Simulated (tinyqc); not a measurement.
Inside a calculation: metal-induced gap states at the contact of a metal chain and a two-band chain. Values are carried at full precision from step to step, so a last printed digit may differ when a step is redone from the rounded ones.

The semiconductor alternates sites A at -Eg/2 and C at +Eg/2 with hopping -t; the gap runs from -Eg/2 to Eg/2. In the gap cosh(q a) = 1 + (Eg^2/4 - E^2)/(2 t^2) and the amplitude changes by -exp(-q a) a period. The metal has site energy 0 and hopping -tm; its end site has g_m = (E - i sqrt(4 tm^2 - E^2))/(2 tm^2). Sites 1, 2, ... count into the semiconductor, with energies e1, e2 alternating. The clean half chain has g1 = 1/(E - e1 - t^2 g2), g2 = 1/(E - e2 - t^2 g1), decaying root. With the contact G11 = 1/(1/g1 - tc^2 g_m), and the density on site j is -Im G_jj/pi = |psi_j/psi_1|^2 (-Im G11/pi), per spin, with psi_2/psi_1 = -t g2, psi_3/psi_2 = -t g1.

Constants: e^2/(4 pi eps0) = 14.39964547 eV angstrom.

Parameters, chosen for this exercise (gap and optical dielectric constant near those of GaAs; the chain itself is a model; not measured data): Eg = 1.44 eV (gap); t = 2.84 eV (hopping in the semiconductor); a = 4 angstrom (period (two sites); one chain for each area a^2); E = 0.48 eV (energy from mid-gap); tm = 2.09 eV (hopping in the metal); tc = 2.44 eV (hopping across the contact); end = A (site that touches the metal); eps = 11 (dielectric constant).

## Decay in the gap

Form cosh(q a), l = exp(-q a), q and the decay length 1/(2q) of the density.

cosh(q a) = 1.01785
l = 0.82805
q = 0.04717 1/angstrom
xi, the decay length of the density = 10.600 angstrom

## Green functions

The decaying root is g1 = (1 - l)/(E - e1), g2 = (1 - l)/(E - e2), l = exp(-q a). Form them, g_m and G11.

g1, g2 (1/eV): 0.14329  -0.71646

g_m = 0.05494-0.47530i 1/eV
G11 = 0.12730-0.05416i 1/eV

## Density site by site

D1 = -Im G11/pi, D2 = (t g2)^2 D1, and each further period multiplies by l^2. The sum over all sites is (D1 + D2)/(1 - l^2). The Green functions stand in the order g1, g2.

density on sites 1 to 8 (1/eV): 0.01724  0.07137  0.01182  0.04894  0.00810  0.03355  0.00556  0.02301

Ds, the density per spin summed over the semiconductor = 0.28190 1/eV

The first period holds 31 % of the gap states at this energy.

## Pinning factor

Gap states per area N = 2 Ds/a^2 (two spins). Charge in them sits a distance xi from the metal, so S = 1/(1 + 4 pi e^2 N xi/eps), e^2 meaning e^2/(4 pi eps0); S is the change of the barrier per change of the metal work function.

N = 3.524e+14 1/(eV cm^2)
4 pi e^2 N xi/eps = 6.1442
S = 0.1400

Strong pinning, near the Bardeen limit S = 0.

## Checks

- g1 from the closed form against decimation: both 0.143293.

tinyqc: `OMP_NUM_THREADS=1 python tinyqc.py 1480844 1480845 out.jsonl`; about 0.01 s, one thread, shared Intel(R) Xeon(R) Processor @ 2.30GHz.
